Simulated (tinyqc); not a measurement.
Donor in an ellipsoidal valley (Kohn-Luttinger variational method). Changing the longitudinal mass m_l. Computed by tinyqc, a small Python program. Command: `OMP_NUM_THREADS=1 python tinyqc.py 3028967 3028968 out.jsonl kohnlutt sweep`. One thread of a shared host (Intel(R) Xeon(R) Processor @ 2.30GHz), about 0.1 s of CPU time with the checks.

H = -(d^2/dx^2 + d^2/dy^2) - gamma d^2/dz^2 - 2/r in units built on m_t, with gamma = m_t/m_l and z along the valley axis. One valley; no valley-orbit or central-cell term.

Inputs (values chosen for the exercise, modelled on germanium): transverse mass m_t = 0.0796 m_0; dielectric constant eps = 15.7.

Constants: Ry = 13.605693123 eV; a_0 = 0.529177210903 angstrom.

Method:
- Ry* = Ry m_t/eps^2, a* = a_0 eps/m_t, gamma = m_t/m_l.
- Trial function exp(-sqrt((x^2 + y^2)/a^2 + z^2/b^2)) with beta = b/a < 1: E = t/a^2 - u/a, t = (2 + gamma/beta^2)/3, u = 2 arcsin(sqrt(1 - beta^2))/sqrt(1 - beta^2); the best a is 2 t/u and E(beta) = -u^2/(4 t).
- Golden-section search on beta from 0.05 to 0.999, 60 steps.
- Gaussian basis: g = P exp(-al (x^2 + y^2) - be z^2) with P = 1 (s-like), z (2p0) or x (2p+-); al = 0.004 x 2.6^k, k = 0..11, and be/al = 1, gamma^(-1/2) or 1/gamma (36 functions); 1/r = (2/sqrt(pi)) int exp(-t^2 r^2) dt by 48 Gauss-Legendre points after t = sqrt(al_i + al_j) tan(theta); overlap eigenvalues below 1e-10 are dropped.

One run for each value; columns: (1) longitudinal mass m_l (m_0); (2) 1s binding energy, trial function (meV); (3) 2p0 binding energy (meV); (4) 2p+- binding energy (meV); (5) best beta; (6) 1s binding energy, Gaussian basis (meV):
```
(1)       (2)     (3)     (4)      (5)     (6)
0.096   4.672  1.2272  1.1392  0.93539   4.672
0.150   5.359  1.5788  1.2331  0.79844   5.360
0.230   6.043  1.9769  1.3176  0.68683   6.047
0.360   6.776  2.4600  1.3996  0.58712   6.784
0.550   7.474  2.9773  1.4705  0.50657   7.490
0.850   8.185  3.5654  1.5363  0.43567   8.213
1.300   8.865  4.1882  1.5937  0.37629   8.907
2.100   9.605  4.9374  1.6504  0.31915   9.669
3.200  10.224  5.6233  1.6937  0.27633  10.311
```

Describe the trends.

Over the rows, 1s binding energy, trial function (meV) rises from 4.67 to 10.2 (exponent d ln y / d ln x 0.31 between the first rows and 0.15 between the last); 2p0 binding energy (meV) rises from 1.23 to 5.62 (exponent d ln y / d ln x 0.56 between the first rows and 0.31 between the last); 2p+- binding energy (meV) rises from 1.14 to 1.69 (exponent d ln y / d ln x 0.18 between the first rows and 0.061 between the last).

Extremes, crossings and ranges named in words are read from the listed rows.
